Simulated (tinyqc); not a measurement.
Changing the total solute fraction x0: equilibrium and kinetic segregation of a solute to boundaries and growing surfaces. Computed by tinyqc, a small Python program. Command: `OMP_NUM_THREADS=1 python tinyqc.py 3007113 3007114 out.jsonl segreg sweep`. One thread of a shared host (Intel(R) Xeon(R) Processor @ 2.30GHz), about 0.01 s of CPU time with the checks.

Inputs (values chosen for the exercise, for a model alloy):
```
quantity                       value        unit
segregation energy Q           0.778          eV
temperature T                    825           K
grain size d                    1600          nm
boundary thickness delta        0.69          nm
atomic volume Omega             20.5  angstrom^3
clean boundary energy gamma_0   0.59       J/m^2
```

Isotherm: Langmuir-McLean.

Constants: k_B = 8.617333262e-05 eV/K; 1 eV/angstrom^2 = 16.02176634 J/m^2.

Method:
- With theta the solute fraction on boundary sites and x that in the grains, theta/(1 - theta) = [x/(1 - x)] exp[Q/(k_B T)].
- The coverage theta_inf is that for x = x0.
- Finite grains: boundary sites are the fraction f = 3 delta/d, and x0 = (1 - f) x + f theta; solve both equations for theta; share at boundaries = f theta/x0.
- Gibbs adsorption for this isotherm in a dilute matrix: gamma = gamma_0 + Gam_0 [k_B T ln(1 - theta)], Gam_0 = delta/Omega sites per area.

One run for each value; columns: (1) total solute fraction x0; (2) coverage theta_inf; (3) coverage theta; (4) fraction x left in the grains; (5) boundary energy gamma (J/m^2):
```
(1)          (2)     (3)        (4)     (5)
1.00e-05  0.3614  0.0076  1.358e-07   0.587
2.90e-05  0.6213  0.0221  3.996e-07   0.581
8.40e-05  0.8262  0.0640  1.208e-06   0.565
2.40e-04  0.9314  0.1825  3.945e-06   0.513
7.10e-04  0.9757  0.5332  2.019e-05   0.298
2.10e-03  0.9917  0.9793  8.342e-04  -0.896
5.90e-03  0.9970  0.9962  4.617e-03  -1.547
1.70e-02  0.9990  0.9989  1.573e-02  -2.020
5.00e-02  0.9997  0.9997  4.877e-02  -2.467
```

What does the table show, and why?

Over the rows, coverage theta_inf rises from 0.361 to 1.000 (exponent d ln y / d ln x 0.51 between the first rows and 6.4e-4 between the last); coverage theta rises from 0.00762 to 1.000 (exponent d ln y / d ln x 1.00 between the first rows and 7.1e-4 between the last); fraction x left in the grains rises from 1.36e-7 to 0.0488 (exponent d ln y / d ln x between 1.0 and 3.4). At the high end the exponent of coverage theta_inf is 0.00, close to 0: saturation. At the low end the exponent of fraction x left in the grains is 1.01, close to 1: x in the grains is proportional to x0.

Caution (rows 0.00210, 0.00590, 0.0170, 0.0500): gamma nears or passes zero; a compound usually precipitates before that. Caution (rows 0.00210, 0.00590, 0.0170, 0.0500): near saturation a single segregation energy is a poor picture. Caution (rows 0.0170, 0.0500): so much solute in the grains may exceed the solubility and is no longer dilute.

Extremes, crossings and ranges named in words are read from the listed rows.
